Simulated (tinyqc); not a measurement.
Penn model of the dielectric constant and Phillips ionicity, step by step. Values are carried at full precision from step to step, so a last printed digit may differ when a step is redone from the rounded ones.

n = 32/a^3; Ep^2 = 8 pi c e2 n with c = hbar^2/2m0, e2 = e^2/(4 pi eps0); EF = c (3 pi^2 n)^(2/3); eps = 1 + (Ep/Eg)^2 S with S = 1 - Eg/(4 EF) + (Eg/(4 EF))^2/3, Eg the Penn gap. Core d shells are left out.

Constants: hbar^2/2m0 = 3.80998211 eV angstrom^2; e^2/(4 pi eps0) = 14.39964547 eV angstrom.

Inputs chosen for the exercise (out of a larger set: near those of Ge; not measured data): a = 5.663 angstrom (cubic lattice constant, 32 valence electrons a cell); ei = 15.59 (high-frequency dielectric constant).

## Valence electron gas

Evaluate n, Ep and EF.

n = 0.17620 1/angstrom^3
Ep = 15.587 eV
EF = 11.461 eV

## Penn gap from the dielectric constant

Start with S = 1 and repeat Eg = Ep sqrt(S/(ei - 1)) until Eg changes by less than 1e-6 eV.

Iterations:
```
step  Eg in (eV)       S  Eg out (eV)
1         4.0807  0.9136       3.9005
2         3.9005  0.9173       3.9084
3         3.9084  0.9172       3.9080
4         3.9080  0.9172       3.9081
5         3.9081  0.9172       3.9081
```

Penn gap Eg = 3.908 eV

The factor S lowers the gap by 0.173 eV from the first estimate. The Penn gap is a mean bonding-antibonding separation, near the main peak of eps2, not the smallest gap.

## Homopolar and ionic parts

Phillips: bond length d = sqrt(3) a/4; homopolar gap Eh = 39.74 d^(-2.48) eV (d in angstrom); Eg^2 = Eh^2 + C^2; ionicity fi = C^2/Eg^2.

Split the gap; where Eg is below Eh or within 3 % of it, C is taken as zero.

d = 2.4522 angstrom
Eh = 4.297 eV
C = 0.00 eV
fi = 0.000

Eg/Eh = 0.910: the bond is covalent within the accuracy of the rule; for Ge the shortfall comes from the missing d-shell factor.

## Checks

- Penn gap by iteration against bisection (eV): both 3.908.

Computed by tinyqc, a small Python program: `OMP_NUM_THREADS=1 python tinyqc.py 1681528 1681529 out.jsonl` (the numbers bound the seed that draws the inputs); one thread of a shared host (Intel(R) Xeon(R) Processor @ 2.30GHz), about 0.01 s for the whole set of steps.
